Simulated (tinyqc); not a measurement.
Depth of the donor: donor near an oxide interface in a gate field (two-state model).

Interface at z = 0 (hard wall), donor at z = d, field F pulling electrons to the interface: potential e F z; 1 kV/cm = 1e-5 eV/angstrom, c = hbar^2/2m0, q = e^2/(4 pi eps0), Q = (eps - eo)/(eps + eo). Donor state: E_D = e F d - ED - q Q/(4 eps d), the last term joining the images of ion and electron. Interface state: z exp(-b z/2) exp(-rho^2/(2 L^2)) with E_z = c b^2/(4 mz) + 3 e F/b + q Q b/(8 eps), minimised over b; in the plane at z = 3/b the ion (distance D = d - 3/b) and its image (D' = d + 3/b) give E_rho = c/(mt L^2) - (q/eps)(sqrt(pi)/L)[erfcx(D/L) + Q erfcx(D'/L)], erfcx(x) = exp(x^2) erfc(x), minimised over L. E_I = E_z + E_rho.

The two states couple by t = t0 exp(-D/aD) with t0 = q/(eps aD) (2 aD/L) sqrt(aD b/2) v, v a valley factor; this form is an estimate. With detuning u = E_D - E_I the splitting is sqrt(u^2 + 4 t^2) and the lower state has weight (1 - u/sqrt(u^2 + 4 t^2))/2 on the donor.

Constants: hbar^2/2m0 = 3.80998211 eV angstrom^2; e^2/(4 pi eps0) = 14.39964547 eV angstrom.

Parameters, chosen for this exercise (near those of a donor in Si below HfO2, static dielectric constants; not measured data): ED = 46.2 meV (bulk binding energy); mz = 0.921 m0 (mass across the interface); mt = 0.187 m0 (mass in the plane); eps = 11.3 (dielectric constant of the semiconductor); eo = 22 (dielectric constant of the oxide); aD = 20.5 angstrom (donor radius); v = 0.54 (valley factor); dl = (65, 90, 120, 155, 200, 250) angstrom (depths).

Critical field, and the coupling, E_rho and L at that field.

Results:
```
d (angstrom)  critical field (kV/cm)  e F d/ED  t (meV)  E_rho (meV)  L (angstrom)
65                             106.7     1.501      3.1       -10.63            68
90                              70.3     1.369     0.80        -7.86            86
155                             36.7     1.230    0.027        -4.69           128
200                             27.4     1.186   0.0028        -3.68           154
250                             21.3     1.154  0.00023        -2.97           182
```

Give the missing row, d (angstrom) = 120.

Computed row:
```
d (angstrom)  critical field (kV/cm)  e F d/ED  t (meV)  E_rho (meV)  L (angstrom)
120                             49.5     1.286     0.17        -5.99           106
```

The critical field falls from 107 to 21 kV/cm, with exponent -1.20 in d, while t drops by a factor 1.4e+04, about e for each 20 angstrom at the end (aD = 20.5). One lattice plane (1.36 angstrom) of misplacement changes t by 6 % and the critical field by about 1.4 % at 120 angstrom.

tinyqc: `OMP_NUM_THREADS=1 python tinyqc.py 1282407 1282408 out.jsonl`; about 0.1 s, one thread, shared Intel(R) Xeon(R) Processor @ 2.30GHz.
